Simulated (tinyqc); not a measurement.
What moves the results: ellipsoidal valleys in the axes of a wafer and a channel. A value that a table varies takes the place of the one given here.

Valleys with axes a along x, y and z, two valleys each; inverse mass tensor w = 1/mt + (1/ml - 1/mt) a a. Device axes: z = nz/|nz|, x = nx/|nx|, y = z cross x; in them a = (ax, ay, az). Confinement mass mz = 1/w_zz. In the plane w_ij is replaced by u_ij = w_ij - w_iz w_jz/w_zz (i, j = x, y); density-of-states mass md = 1/sqrt(det u); conductivity mass along x mc = 1/u_xx; ballistic transport mass mx = u_yy/det u, width mass my = 1/u_yy.

Hard walls: E_n = c (n pi/t)^2/mz, c = hbar^2/2m0, n = 1, 2, 3. Non-degenerate share of a valley proportional to md sum_n exp(-E_n/kT); mean 1/mc = sum of share/mc. 1 nm = 10 angstrom.

Constants: hbar^2/2m0 = 3.80998211 eV angstrom^2; kB = 8.617333262e-05 eV/K.

Values chosen for the exercise (near those of the Delta valleys of Si; shifted at random, so the results belong to these values and not to a real crystal): ml = 0.894 m0 (longitudinal mass); mt = 0.188 m0 (transverse mass); t = 8.4 nm (thickness of the film); T = 77 K (temperature); nz = (1, 1, 0) (surface normal (confinement)); nx = (0, 0, 1) (channel direction).

## Wafer and channel orientation

For each face/channel: the lowest ladder (mz, number of valleys, md, E1, share) and the mean conductivity mass over all valleys.

Results:
```
face/channel     mz  valleys     md  E1 (meV)  share  mean mc
(111)/[1-10]  0.255        6  0.352      20.9  1.000   0.2925
(112)/[11-1]  0.397        2  0.282      13.4  0.667   0.3558
(110)/[1-11]  0.311        4  0.319      17.2  0.894   0.3223
(210)/[001]   0.511        2  0.249      10.4  0.765   0.2014
(110)/[1-10]  0.311        4  0.319      17.2  0.894   0.4510
(001)/[100]   0.894        2  0.188       6.0  0.877   0.1976
(001)/[110]   0.894        2  0.188       6.0  0.877   0.1976
```

How do the results move?

The mean conductivity mass is lowest, 0.1976, for (001)/[100] and (001)/[110] and highest, 0.4510, for (110)/[1-10]; the bulk value is 0.2552. The confinement energy is lowest on the face with the heaviest mz ((001), 6 meV). The density of states of the lowest ladder, valleys times md, runs between 0.376 and 2.111; a small value limits the charge through the quantum capacitance.

## Thickness of the film

Share of the lowest ladder and mean conductivity mass.

Results:
```
t (nm)  lowest E1 (meV)  spread of E1 (meV)  share of the lowest ladder  mean mc
2.0               302.6               197.4                       1.000   0.1880
3.0               134.5                87.8                       1.000   0.1880
4.0                75.6                49.4                       1.000   0.1881
5.0                48.4                31.6                       0.995   0.1888
7.0                24.7                16.1                       0.946   0.1963
10.0               12.1                 7.9                       0.837   0.2158
14.0                6.2                 4.0                       0.750   0.2342
```

What does this show?

The spread falls as 1/t^2 and passes kT = 6.6 meV between t = 10 and 14 nm; the share of the lowest ladder goes from 1.000 to 0.750 and the mean mass goes from 0.1880 to 0.2342, against 0.2552 for equal shares, the limit of a thick film (the bulk value 3/(1/ml + 2/mt) is 0.2552). Three subbands a valley become too few once E3 nears kT. In the thinnest rows E1 (303 meV) is beyond the parabolic range.

## What each parameter does

Lowest E1, its share and the mean conductivity mass. Each row changes one parameter from the base and keeps the others.

Results:
```
case           lowest E1 (meV)   share  mean mc (m0)
base                     17.15  0.8937        0.2052
ml = 0.983 m0            16.88  0.8968        0.2051
mt = 0.207 m0            15.85  0.8746        0.2291
t = 9.24 nm              14.18  0.8627        0.2109
T = 84.7 K               17.15  0.8783        0.2080
```

What can be read from the table?

The largest shifts from the base row, up to three for each result and ties (the steps differ in size, so this ranks the rows, not the parameters). lowest E1 (meV): t -2.98, mt -1.30, ml -0.27; unchanged at the printed digits by T. share: t -0.0310, mt -0.0191, T -0.0154. mean mc (m0): mt +0.0238, t +0.0056, T +0.0028.

Computed by tinyqc, a small Python program: `OMP_NUM_THREADS=1 python tinyqc.py 1881165 1881166 out.jsonl` (the numbers bound the seed that draws the inputs); one thread of a shared host (Intel(R) Xeon(R) Processor @ 2.30GHz), about 0.01 s for the whole set of steps.
